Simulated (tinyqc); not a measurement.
Bias dependence of the times: oxide trap near a transistor channel: two-state multiphonon kinetics, telegraph noise and bias instability. Computed by tinyqc, a small Python program. Command: `OMP_NUM_THREADS=1 python tinyqc.py 3008148 3008149 out.jsonl oxidetrap walk`. One thread of a shared host (Intel(R) Xeon(R) Processor @ 2.30GHz), about 0.01 s of CPU time with the checks.

An n-channel device under positive gate bias. The trap is empty (state 1) or holds an electron (state 2); both states are parabolas of equal curvature, and the electron reservoir is taken at the Fermi level of the channel.

Inputs (values chosen for the exercise, with an insulator like Si3N4 on silicon):
```
quantity                                value   unit
insulator constant eps_ox                7.06      -
trap depth x from the interface           1.4     nm
tunnel barrier phi_b                        2     eV
tunnelling mass m_ox                     0.42    m_0
trap level above E_F at zero field E_t   0.83     eV
relaxation energy E_R                    0.99     eV
oxide field F                             6.7  MV/cm
attempt rate k_0 at the interface       5e+12    1/s
temperature T                             250      K
```

Parts treated: one trap and an ensemble.

Constants: hbar^2/(2 m_0) = 3.80998212 eV angstrom^2; k_B = 8.617333262e-05 eV/K.

Method. kappa = sqrt(2 m_ox phi_b)/hbar = sqrt(m_ox phi_b/(hbar^2/2m_0)); attenuation length lambda = 1/(2 kappa); factor exp(-x/lambda) for a rectangular barrier. E_21 = E_t - e F x is the energy of state 2 over state 1; barriers E_c = (E_R + E_21)^2/(4 E_R), E_e = E_c - E_21; tau_c = exp(E_c/k_B T)/(k_0 P), tau_e = exp(E_e/k_B T)/(k_0 P), P the tunnelling factor; occupation f_2 = tau_e/(tau_c + tau_e); 1/tau_0 = 1/tau_c + 1/tau_e.

tunnelling factor = 1.95077e-06

Against field:
```
F (MV/cm)  E_21 (eV)   tau_c (s)   tau_e (s)         f_2
0.00          0.8300  7.4681e+09  1.3840e-07  1.8533e-17
2.01          0.5486  1.1533e+05  1.0062e-06  8.7239e-12
4.02          0.2672  1.1400e+01  4.6817e-05  4.1066e-06
5.36          0.0796  6.8359e-02  1.6987e-03  2.4248e-02
6.70         -0.1080  9.3539e-04  1.4066e-01  9.9339e-01
8.04         -0.2956  2.9209e-05  2.6579e+01  1.0000e+00
10.05        -0.5770  7.5707e-07  3.2430e+05  1.0000e+00
```

What does the comparison show, and why?

ln(tau_c/tau_e) falls by e x/k_B T = 6.499 per MV/cm, which measures the depth x if the change of surface potential with bias is left aside. Over these rows tau_c shortens by 15.99 decades and tau_e lengthens by 12.37; the shares differ because E_21 is not small against E_R. The times cross at F = E_t/(e x) = 5.93 MV/cm. Caution: a field 1.5 times as high comes near the usual breakdown field of such an insulator. Caution: the field lowers the tunnel barrier appreciably over the trap depth, so the rectangular barrier understates the rate.

Extremes, crossings and ranges named in words are read from the listed rows.
